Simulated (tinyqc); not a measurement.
# Changing the layer thickness t

Model: four-point probe, van der Pauw, Hall and spreading-resistance readings of a semiconductor layer. Computed by tinyqc, a small Python program. Command: `OMP_NUM_THREADS=1 python tinyqc.py 3111936 3111937 out.jsonl probe sweep`. One thread of a shared host (Intel(R) Xeon(R) Processor @ 2.30GHz), about 0.01 s of CPU time with the checks.

The layer is uniform and ohmic; contacts are points unless a radius is given.

Inputs (values chosen for the exercise, modelled on n-type silicon):

| quantity | value | unit |
|---|---|---|
| carrier density n | 8.3e+14 | 1/cm^3 |
| drift mobility mu | 1350 | cm^2/(V s) |
| probe spacing s | 1 | mm |
| current I | 0.01 | mA |

Backing of the layer: insulating.

Constants: e = 1.602176634e-19 C.

Method:
- rho = 1/(e n mu); R_s = rho/t.
- Collinear probes with equal spacing on a layer with insulating backing: images at depth 2 m t give V = (rho I/(2 pi s)) G, G = 1 + 4 sum_(m>=1) [1/sqrt(1 + (2 m u)^2) - 1/sqrt(4 + (2 m u)^2)], u = t/s; the sum runs to m = 20000, with the tail 3/(32 u^3 M^2) added to the sum for M = 20000.
- Limits: thick, rho = 2 pi s V/I; thin on an insulator, rho = (pi/ln 2) t V/I.

One run for each value:

| layer thickness t (micrometre) | voltage V (mV) | G | rho by the thick formula (ohm cm) | rho by the thin formula (ohm cm) |
|---|---|---|---|---|
| 40 | 3.0725 | 34.657 | 193.05 | 5.570 |
| 75 | 1.6387 | 18.484 | 102.96 | 5.570 |
| 140 | 0.8779 | 9.902 | 55.16 | 5.570 |
| 260 | 0.4727 | 5.332 | 29.70 | 5.570 |
| 920 | 0.1419 | 1.601 | 8.92 | 5.918 |
| 1700 | 0.1014 | 1.144 | 6.37 | 7.813 |
| 3200 | 0.0909 | 1.026 | 5.71 | 13.186 |
| 6000 | 0.0890 | 1.004 | 5.59 | 24.207 |

Give the missing row, layer thickness t (micrometre) = 490.

Computed row:
```
layer thickness t (micrometre)  voltage V (mV)      G  rho by the thick formula (ohm cm)  rho by the thin formula (ohm cm)
490                                     0.2514  2.836                              15.80                             5.583
```

Interpolating between the two neighbouring rows (the first column on a logarithmic scale, the others too where they are positive) misses by up to 2.8 %. Over the rows, voltage V (mV) falls from 3.07 to 0.0890 (exponent d ln y / d ln x -1.0 between the first rows and -0.034 between the last); G falls from 34.7 to 1.00 (exponent d ln y / d ln x -1.0 between the first rows and -0.034 between the last); rho by the thick formula (ohm cm) falls from 193 to 5.59 (exponent d ln y / d ln x -1.0 between the first rows and -0.034 between the last). At the low end the exponent of voltage V is -1.00, close to -1: a thin layer, V = R_s I ln 2/pi.
